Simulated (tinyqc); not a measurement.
What each parameter does: metal-induced gap states at the contact of a metal chain and a two-band chain.

The semiconductor alternates sites A at -Eg/2 and C at +Eg/2 with hopping -t; the gap runs from -Eg/2 to Eg/2. In the gap cosh(q a) = 1 + (Eg^2/4 - E^2)/(2 t^2) and the amplitude changes by -exp(-q a) a period. The metal has site energy 0 and hopping -tm; its end site has g_m = (E - i sqrt(4 tm^2 - E^2))/(2 tm^2). Sites 1, 2, ... count into the semiconductor, with energies e1, e2 alternating. The clean half chain has g1 = 1/(E - e1 - t^2 g2), g2 = 1/(E - e2 - t^2 g1), decaying root. With the contact G11 = 1/(1/g1 - tc^2 g_m), and the density on site j is -Im G_jj/pi = |psi_j/psi_1|^2 (-Im G11/pi), per spin, with psi_2/psi_1 = -t g2, psi_3/psi_2 = -t g1.

Constants: e^2/(4 pi eps0) = 14.39964547 eV angstrom.

Values chosen for the exercise (gap and optical dielectric constant near those of GaN; the chain itself is a model; shifted at random, so the results belong to these values and not to a real crystal): Eg = 3.42 eV (gap); t = 2.68 eV (hopping in the semiconductor); tm = 3.23 eV (hopping in the metal); tc = 0.97 eV (hopping across the contact); end = A (site that touches the metal); a = 3.19 angstrom (period (two sites); one chain for each area a^2); eps = 5.6 (dielectric constant); E = -1.14 eV (energy from mid-gap).

xi = 1/(2q), summed density, and S = 1/(1 + 4 pi e^2 N xi/eps), N = 2 (summed density)/a^2.

One parameter was then changed.

Results before and after:

| case | xi (angstrom) | summed density (1/eV) | S |
|---|---|---|---|
| base | 3.385 | 0.06617 | 0.4128 |
| changed | 3.385 | 0.06617 | 0.4361 |

Which of these changes was made? (a) eps = 6.16; (b) Eg = 3.762 eV; (c) tm = 3.553 eV; (d) end = C; (e) t = 2.948 eV; (f) tc = 1.067 eV.

Answer: (a) eps = 6.16. Of the candidates, run in turn, only this one gives the changed row.

All candidates:

| case | xi (angstrom) | summed density (1/eV) | S |
|---|---|---|---|
| base | 3.385 | 0.06617 | 0.4128 |
| Eg = 3.762 eV | 2.893 | 0.04694 | 0.5369 |
| t = 2.948 eV | 3.718 | 0.06128 | 0.4087 |
| tm = 3.553 eV | 3.385 | 0.06133 | 0.4313 |
| tc = 1.067 eV | 3.385 | 0.07786 | 0.3740 |
| eps = 6.16 | 3.385 | 0.06617 | 0.4361 |
| end = C | 3.385 | 0.01084 | 0.8110 |

The decay length belongs to the semiconductor alone; the metal and the contact set only the amplitude.

(tinyqc, `OMP_NUM_THREADS=1 python tinyqc.py 1480623 1480624 out.jsonl`, Intel(R) Xeon(R) Processor @ 2.30GHz, 1 thread, shared host, about 0.01 s.)
